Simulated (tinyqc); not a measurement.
# Correction of a charged-defect supercell by a model charge and potential alignment (plane-averaged potentials), step by step

A worked calculation. Computed by tinyqc, a small Python program that keeps every step. Command: `OMP_NUM_THREADS=1 python tinyqc.py 3112155 3112156 out.jsonl align walk`. One thread of a shared host (Intel(R) Xeon(R) Processor @ 2.30GHz), about 0.01 s of CPU time with the checks. Intermediate numbers are printed to about 5 digits and carried at full precision; extremes and crossings named in words are read from the listed rows.

The "true" defect charge is (1 - x) q in a Gaussian of width sigma plus x q in one of width sigma_t, so the exact answer is known; the correction sees only a single model Gaussian of width sigma_m. A Gaussian of width s has the transform rho(G) = exp(-G^2 s^2/2), normalised to 1. A uniform background cancels q, so G = 0 is left out. Potentials are those felt by a unit positive charge. E_0 is the formation energy of the isolated defect, E_cell its value in the supercell, E_lat = E_iso - E_per of the model charge, C the true less the model potential far from the defect; the exact correction is E_0 - E_cell, and the error of a scheme is E_cell plus its correction less E_0.

Inputs (values chosen for the exercise, with screening close to that of HfO2): defect charge q = 2 e; dielectric constant eps = 22.1; edge of the cubic cell L = 19.9 angstrom; width sigma of the true defect charge = 1.8 angstrom; width sigma_m of the model charge = 1.3 angstrom; share x of the charge in a wide tail = 0.09; width sigma_t of the tail = 3.7 angstrom; formation energy of the isolated defect E_0 = 4.17 eV.

Constants: e^2/(4 pi eps_0) = 14.39964548 eV angstrom.

## The supercell energy and its true error

Periodic energy E_per = (2 pi q^2/(eps L^3)) (e^2/(4 pi eps_0)) sum_(G != 0) rho(G)^2/G^2, G = (2 pi/L)(n1, n2, n3), |n_i| <= 16. Isolated energy: two Gaussians of charges q_a, q_b and widths a, b interact by q_a q_b (e^2/(4 pi eps_0 eps)) sqrt(2/pi)/sqrt(a^2 + b^2), and the self-energy is half the sum over pairs. Supercell value E_cell = E_0 + E_per - E_iso for the true charge.

E_iso, true charge = 0.38124 eV

E_per, true charge = 0.20413 eV

E_cell = 3.9929 eV

exact correction = 0.17711 eV

## Lattice energy of the model charge

E_lat = E_iso - E_per for the model charge; point-charge value alpha q^2 e^2/(4 pi eps_0 eps 2 L) with alpha = 2.837297.

E_iso, model = 0.56555 eV

E_per, model = 0.38326 eV

E_lat = 0.18229 eV

point-charge value = 0.18580 eV

## Plane-averaged potentials

Plane-averaged potential at distance z from the defect: V(z) = (4 pi q/(eps L^3)) (e^2/(4 pi eps_0 e)) sum_(m != 0) rho(G_m) cos(G_m z)/G_m^2, G_m = 2 pi m/L, |m| <= 40.

Potentials (V):
```
z/L   z (angstrom)       true      model  difference
0.00         0.000   0.040403   0.048885  -0.0084818
0.05         0.995   0.037208   0.043921  -0.0067137
0.10         1.990   0.028725   0.031832  -0.0031076
0.15         2.985   0.017453   0.017672  -0.0002191
0.20         3.980   0.005775   0.004482   0.0012921
0.25         4.975  -0.004856  -0.006817   0.0019604
0.30         5.970  -0.013804  -0.016074   0.0022693
0.35         6.965  -0.020847  -0.023274   0.0024266
0.40         7.960  -0.025909  -0.028417   0.0025080
0.45         8.955  -0.028957  -0.031503   0.0025463
0.50         9.950  -0.029974  -0.032532   0.0025574
```

The difference moves by 0.05 mV between z/L = 0.4 and 0.5: a plateau.

## Alignment and corrected energy

C = difference at z = L/2; E_corr = E_cell + E_lat - q C. For charges that have died out at L/2, C = (2 pi q/(eps L^3)) (e^2/(4 pi eps_0 e)) (<s^2> - sigma_m^2), <s^2> = (1 - x) sigma^2 + x sigma_t^2.

alignment C = 0.0025574 V

C, closed form = 0.0025876 V

E_corr = 4.1701 eV

error with alignment (rounded to 1e-4 meV) = 0.0599 meV

error without alignment = 5.1747 meV

error with the point-charge term alone = 8.6864 meV

error without correction = -177.11 meV

Errors are measured against E_0. Alignment cuts the error of the model charge from 5.2 to 0.060 meV.

## Errors against cell size

Schemes: none; point-charge term alpha q^2 e^2/(4 pi eps_0 eps 2 L), alpha = 2.837297; E_lat of the model; E_lat - q C with C at z = L/2.

Error against E_0 (meV):
```
L (angstrom)     none  point charge  model charge  model and alignment
13.9          -240.61        25.386        15.081               1.2225
16.9          -204.60        14.175         8.442               0.2856
19.9          -177.11         8.686         5.175               0.0599
23.9          -149.69         5.015         2.987               0.0063
```

Between the last two rows the uncorrected error scales as L^-0.92 and the point-charge remainder as L^-3.00. With alignment the error is +1.2 meV in the smallest cell and +0.01 meV in the largest.

Checks made by the program: E_lat against the point-charge value less 2 pi q^2 sigma_m^2 e^2/(4 pi eps_0 eps L^3) (relative difference 2e-07).
